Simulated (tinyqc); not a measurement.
A particle near a wafer in liquid: double-layer and van der Waals forces (DLVO), deposition barrier and removal: one step, computed by the program tinyqc.

Sphere and flat wall, Derjaguin approximation, constant potentials in the linear-superposition form, no retardation and no hydration force.

Task: Energy and force at one gap. U(h) = Z R exp(-kappa h) - A R/(6 h); F(h) = -dU/dh = kappa Z R exp(-kappa h) - A R/(6 h^2), positive for repulsion.

Inputs (values chosen for the exercise, of the order of those for silica on copper in water):
```
quantity              value  unit
particle radius R        91    nm
Hamaker constant A  2.7e-20     J
temperature T           298     K
gap h                   4.7    nm
```

Z = -9.085126 pN

kappa = 0.08642576 1/nm

Constants: k_B = 1.380649e-23 J/K.

Give: double-layer energy; van der Waals energy; U(h); F(h).

Result:

double-layer energy = -133.9 k_B T

van der Waals energy = -21.18 k_B T

U(h) = -155.0 k_B T

F(h) = -66.14 pN

Caution: for kappa h below 1 linear superposition is only rough, and charge regulation matters.
